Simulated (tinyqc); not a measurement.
Thermal and gravitational stress in a wafer during furnace and rapid thermal processing, and the onset of slip: one step, computed by the program tinyqc.

A thin free disc in plane stress, isotropic; T(r) = T_centre + dT (r/R)^n with n = 2. Stress is positive in tension; sigma_SB = 5.670374419e-8 W/(m^2 K^4), g = 9.80665 m/s^2.

Question. Slip criterion. With x = r/R: s_rr = alpha E dT (1 - x^n)/(n + 2), s_tt = alpha E dT [1 - (n + 1) x^n]/(n + 2). Critical resolved stress tau_c = A exp(U/(k_B T)), a form chosen for the exercise; slip when 0.492799 |s_tt(R)| > tau_c; allowed |dT| = tau_c (n + 2)/(0.492799 n alpha E).

Inputs (values chosen for the exercise, for a model wafer):
```
quantity                             value    unit
Young's modulus E                      146     GPa
expansion alpha                       4.19  1e-6/K
edge less centre temperature dT       -7.8       K
temperature T                         1225       K
prefactor A of the critical stress  0.0002     MPa
energy U of the critical stress      0.992      eV
```

Temperature profile: parabolic.

hoop stress at the edge = 2.385786 MPa

Constants: k_B = 8.617333262e-05 eV/K.

Give: critical stress tau_c; resolved over critical stress; allowed |dT|.

Answer.

critical stress tau_c = 2.411 MPa

resolved over critical stress = 0.4876

allowed |dT| = 16.00 K

No slip; the margin is a factor 2.1.
